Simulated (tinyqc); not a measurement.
Worked calculation: Cabrera-Mott growth of a thin oxide under its own electric field. Computed by tinyqc, a small Python program that keeps every step. Command: `OMP_NUM_THREADS=1 python tinyqc.py 3030664 3030665 out.jsonl cabrera walk`. One thread of a shared host (Intel(R) Xeon(R) Processor @ 2.30GHz), about 0.01 s of CPU time with the checks. Intermediate numbers are printed to about 6 digits and carried at full precision; extremes and crossings named in words are read from the listed rows.

Electrons cross the film freely and set a fixed potential V across it; the field V/x lowers the barrier for ions entering the oxide.

Inputs (values chosen for the exercise, for a model metal):
```
quantity                     value        unit
barrier W                     1.45          eV
Mott potential V              0.71           V
ion charge number z              1           -
half jump distance b           1.3    angstrom
prefactor u0 = N Omega nu  2.5e+12  angstrom/s
temperature T                  500           K
starting thickness x0          2.9    angstrom
time t                      100000           s
```

Backward hops: ignored.

Constants: k_B = 8.617333262e-05 eV/K.

## Scales

u = u0 exp(-W/(k_B T)), X1 = z b V/(k_B T) with V in volts and k_B T in eV; dx/dt = u exp(X1/x).

u = 0.00606154 angstrom/s

X1 = 21.4219 angstrom

## Field and rate at the start

Field E = V/x; the barrier is lowered by z b V/x.

field = 24.4828 MV/cm

barrier lowering = 0.318276 eV

rate = 9.78730 angstrom/s

## Thickness after time t

t(x) = int_(x0)^x dx / (dx/dt) by Gauss-Legendre quadrature (80 points on each side of (x0 + 2 x)/3), solved for x.

thickness x = 689.923 angstrom

rate at time t = 0.00625271 angstrom/s

field at time t = 0.102910 MV/cm

X1/x = 0.0310: the field is now weak. Caution: the starting field or rate is formal: the first layers form as fast as oxygen arrives. Caution: electrons tunnel only through a few nanometres, so beyond about 10 nm a fixed Mott potential is doubtful. Caution: X1/x is small, so backward hops, left out here, would cut the rate.

## Limiting thickness

Growth counts as stopped when u exp(X1/x) falls to 1e-5 angstrom/s: x_L = X1/ln(1e-5/u), defined while u is below that rate; the critical temperature is T_c = W/(k_B ln(u0/1e-5)).

Limiting thickness x_L: none: u exceeds the rate

critical temperature T_c = 420.031 K

T is above T_c, so u exp(X1/x) never falls to that level.

## Growth over eight decades

Closed form for thin films (leading term of the integral): x solves (x^2/(u X1)) exp(-X1/x) = t.

Thickness:
```
t (s)     x (angstrom)  1/x (1/angstrom)  closed form (angstrom)
1.00e+00   4.53920e+00       2.20303e-01             4.31435e+00
1.00e+01   6.81365e+00       1.46764e-01             6.27722e+00
1.00e+02   1.20530e+01       8.29671e-02             1.02480e+01
1.00e+03   2.82661e+01       3.53781e-02             1.96525e+01
1.00e+04   1.06025e+02       9.43170e-03             4.55802e+01
1.00e+05   6.89923e+02       1.44944e-03             1.24214e+02
1.00e+06   6.19203e+03       1.61498e-04             3.70905e+02
1.00e+07   6.07952e+04       1.64487e-05             1.15018e+03
1.00e+08   6.06370e+05       1.64916e-06             3.61417e+03
```

Per decade of time the film gains 2.3 angstrom at first and 550000 at the end. The inverse-logarithmic law predicts -X1 d(1/x)/d ln t near 1; the rows give 0.68 at first and 0.00 at the end. The closed form misses by at most a factor 170, as it needs x well below X1 and above x0. In the last rows x grows as t^1.00, approaching the linear law x = u t, an artefact of dropping backward hops. Caution: rows beyond about 10 nm exceed the range where electrons tunnel freely and hold a fixed Mott potential.

Checks made by the program: quadrature against adaptive integration (relative difference below 1e-10).
